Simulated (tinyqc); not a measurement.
## Surface Green function of a square-lattice strip three rows wide, Sancho-Rubio decimation: effect of the broadening

A semi-infinite lead of cells 0, 1, 2, ... with H0 inside a cell and H1 = <cell i|H|cell i + 1>. A cell is one column of three sites. z = E + i eta.

Start with e_s = e = H0, a = H1, b = H1^dagger. Each round: g = (z - e)^(-1); e_s <- e_s + a g b; e <- e + a g b + b g a; a <- a g a; b <- b g b (all with the old a, b). Round k joins cells 2^k apart. Stop when the largest entry of the matrices a and b is below 1e-12 eV; g_s = (z - e_s)^(-1), bulk (z - e)^(-1), density of states -Im Tr/pi. The last column counts the steps of the plain recursion g <- (z - H0 - H1 g H1^dagger)^(-1), one cell a step from g = (z - H0)^(-1), until no entry changes by more than 1e-8 1/eV.

Parameters, values chosen for the exercise: energy E = -0.13 eV.

H0 (eV):
```
       1      2      3
1  -0.47  -1.07      0
2  -1.07  -0.58  -1.07
3      0  -1.07   0.35
```

H1 (eV):
```
    1   2   3
1  -1   0   0
2   0  -1   0
3   0   0  -1
```

Effect of the broadening:
```
eta (eV)  rounds  surface density of states (1/eV)  plain steps
0.3            8                            0.5875           63
0.1           10                            0.6499          191
0.04          11                            0.6742          479
0.02          12                            0.6831          959
0.01          13                            0.6878         1919
0.004         14                            0.6906         4799
```

What does the table show?

The rounds go from 8 to 14 and the plain steps from 63 to 4799. Inside a band the plain recursion needs a number of steps that grows as 1/eta, the decimation only as log2(1/eta). The density of states tends to 0.6925 1/eV as eta goes to zero; the first row is 15 % below that and the last 0.27 % below it.

Program tinyqc, `OMP_NUM_THREADS=1 python tinyqc.py 2680042 2680043 out.jsonl`; Intel Xeon 2.30GHz, shared host, one thread, about 0.08 s.
